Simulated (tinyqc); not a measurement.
Changing the group-V flow F_V: precursor delivery by bubblers, mass-transport growth and the solid composition of a III-V alloy. Computed by tinyqc, a small Python program. Command: `OMP_NUM_THREADS=1 python tinyqc.py 3002059 3002060 out.jsonl movpe_thermo sweep`. One thread of a shared host (Intel(R) Xeon(R) Processor @ 2.30GHz), about 0.01 s of CPU time with the checks.

1 sccm = 44.615 micromol/min; 1 torr = 133.322 Pa. The sources decompose fully at the surface.

Inputs (values chosen for the exercise, modelled on trimethylgallium (source 1) and trimethylindium (source 2) for the vapour pressures):
```
quantity                                                                                                  value        unit
bath temperature T1                                                                                         277           K
bath temperature T2                                                                                         293           K
bubbler pressure p_b                                                                                        760        torr
carrier flow F1                                                                                              25        sccm
carrier flow F2                                                                                              32        sccm
total flow F_t                                                                                              6.5         slm
reactor pressure p                                                                                          200        torr
growth temperature T                                                                                        970           K
diffusivity at 273 K and 760 torr                                                                          0.33      cm^2/s
flow cross-section A                                                                                         59        cm^2
distance from the leading edge z                                                                             10          cm
lattice constant a                                                                                         5.57    angstrom
interaction L0 of the solid                                                                                14.7      kJ/mol
log10 of p_B,eq over pure BC at 1000 K and 1 torr of group V (exaggerated: liquid indium has about -4.1)     -2  log10 torr
enthalpy of that equilibrium H                                                                              275      kJ/mol
```

Alloy: mixing on the group-III sites, with desorption of B.

constants a, b of source 1 (log10 torr, K): 8.095  1703

constants a, b of source 2 (log10 torr, K): 10.5  3014

Constants: k_B = 1.380649e-23 J/K; R = 8.314462618 J/(mol K).

Method:
- log10 p_v = a - b/T_bath; molar flow = F x 44.615 x p_v/(p_b - p_v) for a saturated bubbler.
- p_i = p n_i/(44615 F_t), F_t in slm; p_V = p F_V/(1000 F_t), counted per molecule supplied; V/III = 44.615 F_V/(n1 + n2); vapour fraction of source 2 = n2/(n1 + n2).
- Mean velocity u = (F_t/A)(760/p)(T/273); D = D0 (T/273)^1.75 (760/p); boundary layer delta = sqrt(pi D z/u); flux = D dp/(delta k_B T); growth rate = flux x a^3/4.
- A sticks fully. B desorbs: its surface pressure is p_B* = x gamma_B K/sqrt(p_V), ln gamma_B = L0 (1 - x)^2/(R T), K = 10^(log10 K at 1000 K) exp[-(H/R)(1/T - 1/1000)], p_V in torr. With equal diffusivities x = (p_2 - p_B*)/(p_1 + p_2 - p_B*). Growth rate = rate per torr x p_1/(1 - x).

One run for each value:
```
group-V flow F_V (sccm)  solid fraction x  share of B incorporated, 1 - p_B*/p_2  V/III ratio
130                               0.01866                                 0.9085         38.6
210                               0.01902                                 0.9267         62.4
330                               0.01931                                 0.9407         98.1
520                               0.01954                                 0.9523        154.6
820                               0.01973                                 0.9616        243.7
1300                              0.01988                                 0.9693        386.4
2100                              0.02001                                 0.9757        624.2
3200                              0.02010                                 0.9802        951.2
```

Over the rows, solid fraction x rises from 0.0187 to 0.0201 (exponent d ln y / d ln x 0.041 between the first rows and 0.011 between the last); share of B incorporated, 1 - p_B*/p_2 rises from 0.909 to 0.980 (exponent d ln y / d ln x 0.041 between the first rows and 0.011 between the last); V/III ratio rises from 38.6 to 951 (exponent d ln y / d ln x about 1.00 throughout). More group V lowers the equilibrium pressure of B as p_V^(-1/2) and so holds more B in the solid.

Caution (all rows): the boundary layer is a quarter or more of the root of the cross-section, so it fills much of the channel and depletion along the flow matters.

Extremes, crossings and ranges named in words are read from the listed rows.
